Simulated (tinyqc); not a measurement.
Inside a calculation. Method: harmonic frequencies on the UHF/6-31g surface (energies and gradients from PySCF), for H2-, spin multiplicity 2. The basis has no diffuse functions, so it cannot describe the extra electron: this is an exercise in the method, not the real anion. One step of it, computed by the program tinyqc.

Question. Normal modes. Diagonalise H_ij / sqrt(m_i m_j); the 5 smallest eigenvalues belong to translations and rotations; wavenumber = sqrt(eigenvalue / 1822.888) x 219474.63; each mode has its largest component positive (the first on a tie); zero-point energy = sum of wavenumbers / 2, with 349.755 1/cm per kcal/mol.

Hessian (symmetrised) (hartree/bohr^2), order 1Hx, 1Hy, 1Hz, 2Hx, 2Hy, 2Hz:
$$\begin{pmatrix}
-0.00000959 & 0.00000000 & 0.00000000 & 0.00000959 & 0.00000000 & 0.00000000 \\
0.00000000 & -0.00000959 & 0.00000000 & 0.00000000 & 0.00000959 & 0.00000000 \\
0.00000000 & 0.00000000 & 0.01835392 & 0.00000000 & 0.00000000 & -0.01835392 \\
0.00000959 & 0.00000000 & 0.00000000 & -0.00000959 & 0.00000000 & 0.00000000 \\
0.00000000 & 0.00000959 & 0.00000000 & 0.00000000 & -0.00000959 & 0.00000000 \\
0.00000000 & 0.00000000 & -0.01835392 & 0.00000000 & 0.00000000 & 0.01835392
\end{pmatrix}$$

masses (u): 1H 1.007825, 2H 1.007825

Give: eigenvalues of the mass-weighted Hessian; harmonic wavenumbers of the vibrations; mass-weighted modes; zero-point energy.

Answer.

eigenvalues of the mass-weighted Hessian (hartree/(bohr^2 u)): [0.0000, 0.0000, 0.0000, 0.0000, 0.0000, 0.0364]

harmonic wavenumbers of the vibrations (1/cm): [981.0]

mass-weighted modes, order 1Hx, 1Hy, 1Hz, 2Hx, 2Hy, 2Hz:
$$\begin{pmatrix}
0.0000 \\
0.0000 \\
0.7071 \\
0.0000 \\
0.0000 \\
-0.7071
\end{pmatrix}$$

zero-point energy = 1.4025 kcal/mol
